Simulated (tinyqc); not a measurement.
Ways to reach the isolated limit: finite-size error of a charged defect in a periodic cell: Madelung and Makov-Payne terms. Computed by tinyqc, a small Python program. Command: `OMP_NUM_THREADS=1 python tinyqc.py 3002378 3002379 out.jsonl imagecharge walk`. One thread of a shared host (Intel(R) Xeon(R) Processor @ 2.30GHz), about 0.02 s of CPU time with the checks.

L is the cube root of the cell volume. The defect charge is a Gaussian, rho(r) = q (2 pi sigma^2)^(-3/2) exp(-r^2/2 sigma^2), repeated periodically in a uniform neutralising background and screened by a continuum. The model cell energy is E(L) = E_0 + [periodic - isolated electrostatic energy].

Inputs (values chosen for the exercise, with screening close to that of diamond):
```
quantity,value,unit
charge q,2,e
cell length L,14.9,angstrom
dielectric constant eps,5.79,-
width sigma of the defect charge,1.8,angstrom
formation energy of the isolated defect E_0,1.155,eV
```

Supercell lattice: fcc. Screening: isotropic.

scatter added to the six cells, standing for numerical noise (meV): [-0.13, -4.2, 2, 0.86, 2.8, -2.9]

Constants: e^2/(4 pi eps_0) = 14.39964548 eV angstrom.

Method:
- Cell vectors: (0,1,1), (1,0,1), (1,1,0), scaled to volume L^3.
- Ewald sum for a unit point charge: scale each Cartesian component of the cell by 1/sqrt(eps_i), giving R', G' and V'; E = [ (1/2) sum erfc(eta R')/R' + (2 pi/V') sum exp(-G'^2/4 eta^2)/G'^2 - eta/sqrt(pi) - pi/(2 V' eta^2) ] e^2/(4 pi eps_0) / sqrt(eps_x eps_y eps_z), over n_i = -6..6, omitting n = (0,0,0), eta = 2/V'^(1/3). alpha = -2 E eps_g L/(e^2/(4 pi eps_0)), eps_g = (eps_x eps_y eps_z)^(1/3).
- Periodic energy of the Gaussian: (2 pi q^2/V) sum_(G != 0) exp(-sigma^2 G^2)/(G.eps.G) x e^2/(4 pi eps_0), n_i = -k..k with k = max(9, L/sigma rounded up). Isolated energy: q^2/(2 sqrt(pi) sigma) <1/(n.eps.n)> e^2/(4 pi eps_0), the mean over directions n, here 1/eps.
- Cells of the same shape with L scaled by 0.7, 0.85, 1, 1.25, 1.5 and 2; the scatter is added to E(L).
- The point-charge correction scales as 1/L from its value at the input L.
- Least-squares fits of E(L) to a + b/L, a + c/L^3 or a + b/L + c/L^3; the estimate is a, and errors are against E_0.

Scaling data:
```
L (angstrom),1/L (1/angstrom),E(L) (eV),E(L) + point-charge correction (eV)
10.430,0.0958773,-0.044060,1.33333
12.665,0.0789578,0.116162,1.25049
14.900,0.0671141,0.254044,1.21822
18.625,0.0536913,0.415864,1.18721
22.350,0.0447427,0.533155,1.17594
29.800,0.0335570,0.677664,1.15975
```

point-charge correction -q^2 E = 0.964177 eV

nearest image = 16.7247 angstrom

Estimates of E_0:
```
way,estimate (eV),error (meV)
"largest cell, uncorrected",0.6777,-477.34
"largest cell, point-charge term",1.1598,4.75
"1/L fit, three smallest",0.9396,-215.36
"1/L fit, all six",1.0532,-101.82
"1/L^3 fit, all six",0.5869,-568.14
"1/L and 1/L^3, three smallest",1.2770,121.98
"1/L and 1/L^3, all six",1.1515,-3.55
"corrected data, 1/L^3 fit",1.1553,0.25
```

coefficient b of the full fit = -14.270 eV angstrom

What does the comparison show, and why?

Best here: corrected data, 1/L^3 fit (+0.3 meV); worst: 1/L^3 fit, all six (-568 meV). The fitted b is 99.3 % of the Madelung value -q^2 alpha e^2/(8 pi eps_0 eps_g), so such a fit also measures the screening. The three-term fit to three small cells has no spare point and magnifies the scatter. A pure 1/L fit lands below E_0, because the positive 1/L^3 term flattens the small-cell points.

Extremes, crossings and ranges named in words are read from the listed rows.
